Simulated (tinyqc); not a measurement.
Koster-Slater impurity in a tight-binding band, by Green functions and by supercells: one step, computed by the program tinyqc.

One orbital per site, e(k) = -2 t sum cos(k_i) over 1 direction(s), band from -2 t to 2 t, lattice constant 1. One site has the extra energy U. Spin is left out.

Question. Green function inside the band. Inside the band G0(z), z = E + i eta, comes from the chain form 1/(sqrt(y - 2t) sqrt(y + 2t)) (principal roots) at y = z.

Inputs (values chosen for the exercise, for a model band): hopping t = 1.4 eV; energy inside the band E = -1.24 eV; broadening eta = 0.21 eV.

Lattice: chain.

Give: G0(E + i eta).

Answer.

G0(E + i eta) = -0.0162-0.3959i 1/eV
